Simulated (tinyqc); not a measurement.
## Doping from two capacitances

Inverse problem. An abrupt p-n junction obeys 1/C^2 = 2 (Vbi - V)/(q eps0 eps_r Ne), Ne = Na Nd/(Na + Nd), Vbi = Vt ln(Na Nd/ni^2), V the bias of the p side. Na is known to be the larger doping. Find Ne, Vbi, Na and Nd.

Values chosen for this exercise: temperature T = 273 K; relative permittivity eps_r = 9.51.

Constants: q = 1.602176634e-19 C, kB = 1.380649e-23 J/K, Vt = kB T/q, eps0 = 8.8541878128e-14 F/cm where lengths are in cm. Results are converted to the units shown.

C at V = -0.6 and -5.8 V (nF/cm^2): 30.304795  19.512717
ni = 9.5010184e-12 cm^-3

Solution. The slope of 1/C^2 against -V gives Ne and its intercept Vbi. Then Na Nd = ni^2 exp(Vbi/Vt) and Na + Nd = Na Nd/Ne, so both are roots of one quadratic.

Ne = 5.01e16 cm^-3
Vbi = 3.08 V
Na = 1.40e18 cm^-3
Nd = 5.20e16 cm^-3

Program tinyqc, `OMP_NUM_THREADS=1 python tinyqc.py 2000118 2000119 out.jsonl`; Intel Xeon 2.30GHz, shared host, one thread, about 0.02 s.
